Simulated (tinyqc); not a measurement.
# Input admittance of a MOSFET at zero drain bias: distributed channel and distributed gate: input impedance against frequency

Source and drain grounded, strong inversion, w = 2 pi f, Cox = eps0 eox/tox. The channel is an RC line of resistance 1/(mu Cox Vo) per square fed from both ends, so one finger has the intrinsic admittance y = i w Cox L tanh(g)/g per width, g = (1/2) sqrt(i w tau), tau = L^2/(mu Vo). The vertical resistance rv/L is in series with y, the overlaps 2 i w Cov in parallel: y_t = 1/(1/y + rv/L) + 2 i w Cov. The gate strip is a line of Rsh/L per length loaded by y_t, so a finger has Y = y_t Wf tanh(k)/k, k = (Wf/sd) sqrt(y_t Rsh/L); the device has Nf Y.

Low-frequency limits, with c = Cox L and ct = c + 2 Cov: R_strip = Rsh Wf/(3 sd^2 L Nf), R_ch = (c/ct)^2 L/(12 mu Cox Vo Wf Nf), R_vert = (c/ct)^2 rv/(L Wf Nf), C = ct Wf Nf. Z = 1/(Nf Y) = R + 1/(i w C), Q = |Im Z|/R, far-point signal |1/cosh k|.

Parameters, values chosen for the exercise; values of the order met in silicon radio-frequency transistors: relative permittivity of the gate insulator (close to silicon dioxide) eox = 3.9; insulator thickness tox = 2.6 nm; channel length L = 0.26 um; finger width Wf = 0.88 um; number of fingers Nf = 32; channel mobility mu = 310 cm^2/(V s); gate overdrive Vo = 0.75 V; sheet resistance of the gate Rsh = 12 ohm/square; vertical resistivity of the gate stack rv = 0 ohm um^2; number of ends at which a finger is contacted sd = 2; overlap and fringe capacitance on each side Cov = 0.29 fF/um.

Constants: eps0 = 8.8541878128e-14 F/cm where lengths are in cm. Results are converted to the units shown.

The same in every row: low-frequency R (ohm) = 1.9323.

Input impedance against frequency:
```
f (GHz),w tau,|k|,R (ohm),C (fF),Q,signal at the far point
0.2,0.0036537,0.0067295,1.9323,113.57,3626.0,1.0000
0.6,0.010961,0.011656,1.9323,113.57,1208.7,1.0000
1,0.018269,0.015048,1.9323,113.57,725.20,1.0000
4,0.073074,0.030095,1.9323,113.57,181.30,1.0000
9,0.16442,0.045140,1.9323,113.57,80.585,0.99999
20,0.36537,0.067274,1.9321,113.54,36.274,0.99994
50,0.91343,0.10620,1.9309,113.38,14.540,0.99962
100,1.8269,0.14935,1.9266,112.81,7.3231,0.99853
300,5.4806,0.24566,1.8823,107.19,2.6293,0.98963
```

R falls from 1.93 to 1.88 ohm and C falls from 114 to 107 fF. Q goes as f^(-1.00) between the first two rows and f^(-0.93) between the last two, where w tau = 5.48 and |k| = 0.246. The low-frequency limits hold both R and C within 5 % up to f = 100 GHz among the rows.

tinyqc, about 0.01 s, one thread, Intel Xeon 2.30GHz (shared host): `OMP_NUM_THREADS=1 python tinyqc.py 2262042 2262043 out.jsonl`
